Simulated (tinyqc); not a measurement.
# Offset from the accumulated charge

Inverse problem. Layer 1 (x < 0) accumulates electrons and layer 2 (x > 0) is depleted. Boltzmann statistics. Sheet densities from the first integral: Q1 = sqrt((2 eps0 eps_r Vt N1/q)(exp(u1) - u1 - 1)) extra electrons, Q2 = sqrt((2 eps0 eps_r Vt N2/q)(exp(-u2) + u2 - 1)) missing ones, u = V/Vt; neutrality Q1 = Q2 + si. V1 + V2 = dE + Vt ln[(N2/Nc2)/(N1/Nc1)]. Find V1, V2 and dE.

Values chosen for this exercise; values of the order of III-V alloys:
```
symbol   value   unit                                      meaning
T          300      K                                  temperature
eps_r       13                relative permittivity of both layers
Nc1     6.5e17  cm^-3  density of states of the narrow-gap layer 1
Nc2     6.2e17  cm^-3    density of states of the wide-gap layer 2
N1      1.3e16  cm^-3                     donor density in layer 1
N2      1.4e16  cm^-3                     donor density in layer 2
si           0  cm^-2                fixed charge at the interface
```

Constants: q = 1.602176634e-19 C, kB = 1.380649e-23 J/K, Vt = kB T/q, eps0 = 8.8541878128e-14 F/cm where lengths are in cm. Results are converted to the units shown.

Q1 = 1.5159735e11 cm^-2

Solution. Each sheet density rises steadily with its bending, so Q1 fixes V1 and Q2 = Q1 - si fixes V2.

V1 = 0.05315 V
V2 = 0.1400 V
dE = 0.1900 eV

Program tinyqc, `OMP_NUM_THREADS=1 python tinyqc.py 2410077 2410078 out.jsonl`; Intel Xeon 2.30GHz, shared host, one thread, about 0.06 s.
